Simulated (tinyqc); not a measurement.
Landau levels of massive Dirac electrons in two valleys, step by step. Values are carried at full precision from step to step, so a last printed digit may differ when a step is redone from the rounded ones.

In a field B along z: l = 1/sqrt((e/hbar) B) is the magnetic length, n_B = B/(h/e) the number of states per area in one level, hbar wc = 2 muB B/m for mass m in m0; 1/angstrom^2 = 1e16/cm^2.

Constants: e/hbar = 1.519267448e-05 1/(T angstrom^2); h/e = 413566.7697 T angstrom^2; muB = 5.788381798e-05 eV/T; e^2/h = 3.874045865e-05 S.

Inputs chosen for the exercise (a gapped graphene sheet; the results hold for these values, not for the real material): B = 3.3 T (magnetic field); n = 2.2 x 1e11/cm^2 (electron sheet density); hv = 5.97 eV angstrom (hbar v); D = 0.03 eV (gap).

## Scales set by the field

Give l, n_B and the filling factor nu = n/n_B.

l = 141.23 angstrom
n_B = 0.7979 x 1e11/cm^2
nu = 2.757

## The lowest levels

H = hv (tau kx sx + ky sy) + (D/2) sz. Conduction levels E_N = sqrt(D^2/4 + 2N hv^2/l^2) - D/2 from the band edge; N = 1, 2, ... occur in both valleys, N = 0 in one valley only (its partner in the other valley lies at the valence edge). Each state is twofold in spin; spin splittings are left out.

List the eight lowest, in meV, with the gap to the next.

Levels:
```
label  E (meV)  gap above (meV)
0        0.000           46.634
1       46.634           24.229
2       70.864           18.761
3       89.625           15.875
4      105.499           14.014
5      119.513           12.686
6      132.199           11.676
7      143.875           10.875
```

The largest of these gaps, 46.63 meV, first occurs above level 0 and is kB T at 541 K.

## Where EF lies

Level 0 takes 2 n_B electrons and each higher level 4 n_B. At zero temperature and without broadening EF sits in the partly filled level.

Fill the listed levels in order up to nu; give the partly filled level, its energy and its filled share.

level: 1

EF = 46.634 meV
filled share = 0.189

## Fields of the Hall plateaus

A plateau is centred where nu = n/n_B equals 2, 6, 10, 14, 18, 22; there rho_xy = h/(nu e^2).

Plateaus:
```
nu  B (T)  1/B (1/T)  rho_xy (kohm)
2   4.549     0.2198        12.9064
6   1.516     0.6595         4.3021
10  0.910     1.0991         2.5813
14  0.650     1.5387         1.8438
18  0.505     1.9784         1.4340
22  0.414     2.4180         1.1733
```

## Checks

- Level 2 from the matrix in 40 oscillator states against the formula, meV: both 70.864.

Program tinyqc; command `OMP_NUM_THREADS=1 python tinyqc.py 1281327 1281328 out.jsonl`; about 0.01 s on one thread of a shared Intel(R) Xeon(R) Processor @ 2.30GHz.
